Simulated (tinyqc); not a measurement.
Angle of incidence: thin-film optics by transfer matrices.

Indices N = n + i k. Snell: N0 sin(theta) = N_j sin(theta_j), with Im(N_j cos theta_j) >= 0. Admittance y_j = N_j cos theta_j for s and N_j/cos theta_j for p. Phase delta_j = 2 pi N_j cos theta_j d_j/lambda. Layer matrix [[cos delta, -i sin delta/y], [-i y sin delta, cos delta]], multiplied from the top down to M. (B, C) = M (1, y_sub); r = (y0 B - C)/(y0 B + C), R = |r|^2, T = 4 Re y0 Re y_sub/|y0 B + C|^2, absorbed in the films 1 - R - T.

Ellipsometry: rho = tan(Psi) exp(i Delta) = -conj(r_p/r_s) with the r of the admittance formula, Delta in 0 to 360 degrees, so that a bare dielectric at small angles gives Delta = 180.

Parameters, chosen for this exercise (indices near those of resist, ARC on Si; shifted at random, so the results belong to these values and not to a real crystal): lam = 633 nm (vacuum wavelength); n0 = 1 (ambient index); n = (1.639, 1.654, 3.851) (n of resist, ARC, substrate); k = (0, 0.02, 0.02) (k in the same order); d = (98.6, 33.9) nm (thicknesses, top first).

Both polarisations.

Stack:
```
theta (degrees)     R_s     R_p    Psi   Delta
0                0.1538  0.1538  45.00  180.00
15               0.1499  0.1404  44.06  182.93
30               0.1367  0.1088  41.74  194.08
45               0.1114  0.0873  41.52  220.68
55               0.0910  0.1019  46.62  249.47
60               0.0839  0.1255  50.72  266.86
65               0.0845  0.1654  54.45  286.24
70               0.1013  0.2281  56.31  306.59
75               0.1513  0.3237  55.64  325.20
80               0.2665  0.4675  52.95  339.92
85               0.5091  0.6821  49.18  350.97
```

What does the comparison show, and why?

R_s and R_p agree at normal incidence (0.1538). R_p is lowest at 45 degrees of those listed (0.0873), where R_s = 0.1114: the two are within a factor 2 of each other, so the minimum selects polarisation poorly. R_s does not rise steadily, because the phase thickness of the films changes with the angle. R_p exceeds R_s at 55, 60, 65, 70, 75, 80 and 85 degrees, where Psi is above 45.

Program tinyqc; command `OMP_NUM_THREADS=1 python tinyqc.py 1682097 1682098 out.jsonl`; about 0.01 s on one thread of a shared Intel(R) Xeon(R) Processor @ 2.30GHz.
